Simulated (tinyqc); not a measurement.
Dielectric confinement in a thin film (image charges): sweeps and comparisons. A value that a table varies takes the place of the one given here.

A film |z| < t/2 of dielectric constant eps between half-spaces of dielectric constant e2; lam = (eps - e2)/(eps + e2), q = e^2/(4 pi eps0). The self-energy of a band edge is taken with the high-frequency value, e2 = eh, and the field of a fixed ion with the static one, e2 = eo. A charge at z has images lam^|n| at n t + (-1)^n z. Its self-energy is S(z) = (q/2 eps) sum over n >= 1 of lam^n [1/(n t - 2z) + 1/(n t + 2z)] for odd n and 2 lam^n/(n t) for even n; at the centre S(0) = -(q/(eps t)) ln(1 - lam).

Donor at the centre, lam from the static eo, trial function cos(pi z/t) exp(-rho/l): E(l) = c/(m l^2) - (q/eps) times the integral over k of F(k t) (1 + (k l/2)^2)^(-3/2), with F(x) = F0 + 2 lam exp(-x) G/(1 - lam exp(-x)), F0 = 2[(1 - exp(-x/2))/x + x (1 + exp(-x/2))/(x^2 + 4 pi^2)], G = 2 sinh(x/2)[1/x - x/(x^2 + 4 pi^2)]; c = hbar^2/2m0. The binding energy is -E at the minimum, counted from the subband edge with its self-energy.

Constants: e^2/(4 pi eps0) = 14.39964547 eV angstrom; hbar^2/2m0 = 3.80998211 eV angstrom^2; Ry = 13.60569312 eV.

Values chosen for the exercise (near those of a Si (100) film, two-fold valleys, in vacuum; the results hold for these values, not for the real material): eps = 11.9 (dielectric constant of the film); eh = 1 (high-frequency dielectric constant outside); eo = 1 (static dielectric constant outside); m = 0.183 m0 (mass in the plane); mz = 0.901 m0 (mass across the film); ts = (12, 18, 26, 38, 55, 80, 120) angstrom (thicknesses); t = 22 angstrom (film thickness).

## Thinning the film

<S> is the mean over (2/t) cos^2(pi z/t); confinement c (pi/t)^2/mz; donor binding with and without images.

Results:

| t (angstrom) | <S> (meV) | confinement (meV) | binding, no images (meV) | binding (meV) | l (angstrom) |
|---|---|---|---|---|---|
| 12 | 207.0 | 289.8 | 53.6 | 347.0 | 14.8 |
| 18 | 138.0 | 128.8 | 49.0 | 257.8 | 17.6 |
| 26 | 95.5 | 61.7 | 44.3 | 196.2 | 20.5 |
| 38 | 65.4 | 28.9 | 39.3 | 147.4 | 24.1 |
| 55 | 45.2 | 13.8 | 34.3 | 111.3 | 28.1 |
| 80 | 31.0 | 6.5 | 29.3 | 83.5 | 32.8 |
| 120 | 20.7 | 2.9 | 24.3 | 61.1 | 38.9 |

Between 120 and 12 angstrom the binding goes from 61.1 to 347.0 meV; quantum confinement alone would take it from 24.3 to 53.6, so the images supply +36.8 and +293.4 meV. |<S>| goes as 1/t and exceeds the confinement energy beyond 17 angstrom. For t well above a* = 34 angstrom the separable trial function underbinds, which affects the last rows.

## Choice of the surrounding dielectric

The same film between different dielectrics; in this table one value e2 serves for both eo and eh.

Results:

| case | lam | <S> (meV) | binding (meV) | l (angstrom) |
|---|---|---|---|---|
| e2 = 1 | 0.845 | 112.9 | 222.2 | 19.1 |
| e2 = 2.5 | 0.653 | 66.1 | 140.9 | 20.2 |
| e2 = 3.9 | 0.506 | 45.0 | 107.5 | 21.1 |
| e2 = 7.5 | 0.227 | 16.9 | 67.5 | 23.0 |
| e2 = 16 | -0.147 | -9.3 | 36.0 | 26.2 |
| e2 = 25 | -0.355 | -21.0 | 24.2 | 28.7 |
| e2 = 80 | -0.741 | -39.5 | 8.7 | 36.1 |

The binding spans a factor 25.7, from 222 meV in vacuum to 8.7 meV for e2 = 80; going from 3.9 to 25 changes it by -83.3 meV and the band edge by -66.0 meV, so the binding responds 1.26 times as much as the edge (for an orbit much smaller than t the binding would change by twice the change of S(0), -111.1 meV; here l/t = 0.96 for e2 = 3.9).

## What each parameter does

<S> is the mean over (2/t) cos^2(pi z/t). Each row changes one parameter from the base and keeps the others.

Results:

| case | lam from eh | <S> (meV) | binding (meV) | l (angstrom) |
|---|---|---|---|---|
| base | 0.845 | 112.9 | 222.2 | 19.1 |
| t = 32 angstrom | 0.845 | 77.6 | 167.8 | 22.4 |
| eps = 10.7 | 0.829 | 119.4 | 242.6 | 18.1 |
| eo = 1.4 | 0.845 | 112.9 | 190.8 | 19.5 |
| eh = 1.3 | 0.803 | 99.2 | 222.2 | 19.1 |
| m = 0.22 m0 | 0.845 | 112.9 | 232.8 | 17.2 |

The largest shifts from the base row, up to three for each result and ties (the steps differ in size, so this ranks the rows, not the parameters). lam from eh: eh -0.042, eps -0.016; unchanged at the printed digits by t, eo and m. <S> (meV): t -35.3, eh -13.7, eps +6.5; unchanged at the printed digits by eo and m. binding (meV): t -54.4, eo -31.4, eps +20.4; unchanged at the printed digits by eh. l (angstrom): t +3.3, m -1.9, eps -1.1; unchanged at the printed digits by eh.

Run: tinyqc, `OMP_NUM_THREADS=1 python tinyqc.py 1251834 1251835 out.jsonl`; Intel(R) Xeon(R) Processor @ 2.30GHz, one thread, shared host; about 0.05 s of CPU time with all checks.
